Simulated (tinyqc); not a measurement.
Worked calculation: k.p values derived from sp3s* tight binding at Gamma. Values are carried at full precision from step to step, so a last printed digit may differ when a step is redone from the rounded ones.

At Gamma the states are two-level mixtures: s-like S+ (upper) and S- (lower) from [[Esa, Vss], [Vss, Esc]], p-like P- (valence) and P+ from [[Epa, Vxx], [Vxx, Epc]], and the bare s* levels. With real k in 1/angstrom and kz = 0, the phase sums over the four bonds are g0 = 1 - (a k/4)^2/2, g1 = i a kx/4, g3 = -(a/4)^2 kx ky to second order. Each mixture is written (anion, cation) with the anion part positive. c = hbar^2/2m0. No spin-orbit coupling.

Constants: hbar^2/2m0 = 3.80998211 eV angstrom^2.

Parameters, chosen for this exercise (near a published set for InAs, fitted to gaps, whose masses and valley positions are rough; the results hold for these values, not for the real material):
```
symbol  value   unit      meaning
Esa     -9.535  eV        s level of the anion
Esc     -2.721  eV        s level of the cation
Epa     0.897   eV        p level of the anion
Epc     3.719   eV        p level of the cation
Vss     -5.554  eV        s-s
Vxx     1.845   eV        px-px
a       6.061   angstrom  lattice constant
Vsapc   3.068   eV        s anion, p cation
Vscpa   5.394   eV        s cation, p anion
Vxapc   3.346   eV        s* anion, p cation
Vpaxc   3.852   eV        p anion, s* cation
Exa     7.365   eV        s* level of the anion
Exc     6.671   eV        s* level of the cation
Vxy     4.466   eV        px-py
```

## States at Gamma

Solve the two blocks.

States:
```
state     E (eV)  anion part  cation part
S-     -12.64372    0.872608     0.488421
P-      -0.01470    0.896516    -0.443011
S+       0.38772    0.488421    -0.872608
P+       4.63070    0.443011     0.896516
```

## Linear terms and the Kane energy

<s state|dH/dkx|x state> = i P with P = (a/4)(sa pc Vsapc + sc pa Vscpa), sa, sc and pa, pc being the parts of the two states; for s* on the anion P = (a/4) pc Vxapc, on the cation (a/4) pa Vpaxc. Ep = P^2/c for S+ to P-.

Couplings:
```
pair       P (eV angstrom)  E(first) - E(second) (eV)
S+ to P-          -7.39988                    0.40242
S+ to P+          -1.12398                   -4.24299
S- to P-           1.78178                  -12.62901
s*a to P-         -2.24608                    7.37970
s*c to P-          5.23273                    6.68570
```

Ep = 14.372 eV

The two terms of S+ to P- have the same sign and add: S+ and P- both change sign from anion to cation. An on-site momentum element between s and p, which real atoms have, is absent from this model.

## Electron mass

m0/m = [<S+|d2H/dkx^2|S+>/2 + sum P^2/(E(S+) - E(P))]/c over P- and P+, with the direct term -(a/4)^2 sa sc Vss.

parts of m0/m: direct -1.426, from P- 35.715, from P+ -0.078

mass = 0.0292 m0

The valence band supplies 104 % of m0/m; the direct term, which stands in for the free-electron 1, is -1.43. Sets of this kind were fitted to gaps and often give too heavy a mass, by up to a factor of two.

## Valence parameters L, M, N and the Luttinger values

Direct terms d0 = -(a/4)^2 pa pc Vxx, dN = -2 (a/4)^2 pa pc Vxy for P-. F = sum P^2/(E(P-) - E(s)) over S+, S-, s*a, s*c. The y state of P- couples to the z state of P+ through Q = (a/4) Vxy (pa p'c - pc p'a), primes for P+, and H1 = Q^2/(E(P-) - E(P+)). L = d0 + F, M = d0 + H1, N = dN + F + H1; g1 = -(L + 2M)/(3c), g2 = -(L - M)/(6c), g3 = -N/(6c).

d0, dN, F, Q, H1 (eV angstrom^2; Q in eV angstrom): 1.6824  8.1450  -140.6006  6.7671  -9.8579

L, M, N (eV angstrom^2): -138.918  -8.175  -142.313

g1, g2, g3: 13.584  5.719  6.225

Along [100] the masses without spin-orbit coupling are c/|L| = 0.027 (one band) and c/|M| = 0.466 (two bands).

## Checks

- Electron mass against a finite difference of the full bands: 0.02923 against 0.02924.
- L and M against finite differences along [100]: largest relative difference 3.3e-04.
- Lowest curvature along [111], (L + 2M + 2N)/3, against a finite difference: -146.63 against -146.58.

Program tinyqc; command `OMP_NUM_THREADS=1 python tinyqc.py 1451568 1451569 out.jsonl`; about 0.01 s on one thread of a shared Intel(R) Xeon(R) Processor @ 2.30GHz.
